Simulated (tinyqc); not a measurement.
Ellipsometry and reflectance of a transparent film on an absorbing substrate: one step of the calculation.

Air (index 1), film, substrate with N2 = n2 - i k2; time factor exp(+i w t). q_j = sqrt(N_j^2 - sin^2 th), root with positive real part. Fresnel coefficients r_s = (q_a - q_b)/(q_a + q_b), r_p = (N_b^2 q_a - N_a^2 q_b)/(N_b^2 q_a + N_a^2 q_b). tan(Psi) exp(i Delta) = R_p/R_s, Delta taken from 0 to 360 degrees.

Problem. Psi, Delta and reflectances. beta = 2 pi d q1/lam, X = exp(-2 i beta), R = (r01 + r12 X)/(1 + r01 r12 X) for p and s.

Values chosen for this exercise: wavelength lam = 405 nm; film thickness d = 4.9 nm.

q1 = 1.8227243
r01,p = 0.055310690
r01,s = -0.56947108
r12,p = 0.42254589-0.02426366i
r12,s = -0.49290139+0.02355920i

Wanted: beta; X; R_p; R_s; Psi; Delta; |R_p|^2; |R_s|^2.

Solution.

beta = 0.1386 rad
X = 0.9618-0.2736i
R_p = 0.4462-0.1326i
R_s = -0.8237+0.0660i
Psi = 29.40 degrees
Delta = 168.0 degrees
|R_p|^2 = 0.2167
|R_s|^2 = 0.6828

The bare substrate gives Psi = 29.40 and Delta = 177.84 degrees.

tinyqc, about 0.01 s, one thread, Intel Xeon 2.30GHz (shared host): `OMP_NUM_THREADS=1 python tinyqc.py 2870129 2870130 out.jsonl`
